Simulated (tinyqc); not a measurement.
Charge-trap memory cell: two steps of the calculation.

Channel, tunnel oxide, storage layer, blocking layer, gate. N electrons per area sit in a sheet at the centroid and shift the threshold by U = (q/eps0) N (tb/eb + xc tn/en). EOT = t1 + 3.9 (tn/en + tb/eb); tunnel field F = (Vg - U)/EOT; dN/dt = eta (J/q)(1 - N/Nm). Fowler-Nordheim: J = A F^2 exp(-B/F), A = q^2/(16 pi^2 hbar mo phi) (times 1e14 for A/cm^2 with F in V/nm, emitter mass m0), B = (4/3) sqrt(mo/C) phi^1.5, C = hbar^2/(2 m0).

Values chosen for this exercise; oxide values close to those of silicon dioxide, storage layer close to silicon nitride, blocking layer close to silicon dioxide: tunnel barrier phi = 3.09 eV; tunnelling mass mo = 0.44 m0; tunnel oxide (permittivity 3.9) t1 = 5.5 nm; storage layer tn = 4.1 nm; its relative permittivity en = 7.5; blocking layer tb = 5.1 nm; its relative permittivity eb = 3.9; charge centroid, share of tn counted from the blocking side xc = 0.47; capture efficiency of an empty layer eta = 0.69; trap density Nm = 1.3e13 cm^-2; storage temperature T = 300 K; shallowest trap depth E1 = 1.06 eV; deepest trap depth E2 = 2.15 eV; attempt frequency nu = 1e13 1/s; gate voltage less flat band and surface potential Vg = 14.7 V.

Constants: q = 1.602176634e-19 C, kB = 1.380649e-23 J/K, hbar = 1.054571817e-34 J s, m0 = 9.1093837015e-31 kg, Vt = kB T/q, eps0 = 8.8541878128e-14 F/cm where lengths are in cm, hbar^2/(2 m0) = 0.0380998212 eV nm^2. Results are converted to the units shown.

Problem 1. Constants of the stack. EOT, the shift for 1e12 electrons per cm^2, the shift with all traps full, and the starting field, current and rate.

Give: EOT; shift for 1e12 cm^-2; shift with all traps full; F(0); J(0); dN/dt at the start.

Solution 1.

EOT = 12.73 nm
shift for 1e12 cm^-2 = 0.2831 V
shift with all traps full = 3.681 V
F(0) = 1.155 V/nm
J(0) = 0.08349 A/cm^2
dN/dt at the start = 3.595e17 cm^-2 s^-1

Problem 2. Retention after ten years. Retention: filled traps are spread evenly in depth from E1 to E2, and each empties at the rate nu exp(-E/kB T). The share left is the mean of exp(-nu t exp(-E/kB T)) = [kB T/(E2 - E1)] [E1x(nu t exp(-E2/kB T)) - E1x(nu t exp(-E1/kB T))], E1x the exponential integral; traps shallower than about Ed = kB T ln(nu t) are empty. t = 3.15576e8 s.

Find: Ed; share left; loss a decade while Ed lies between E1 and E2, kB T ln 10/(E2 - E1).

Solution 2.

Ed = 1.280 eV
share left = 0.7847
loss a decade while Ed lies between E1 and E2, kB T ln 10/(E2 - E1) = 0.05461

Range of the model: The Fowler-Nordheim form needs F t1 above phi; trap-assisted paths and leakage through the blocking layer are left out.

Numbers from tinyqc (`OMP_NUM_THREADS=1 python tinyqc.py 2130166 2130167 out.jsonl`; about 0.06 s on one thread of a shared Intel Xeon 2.30GHz).
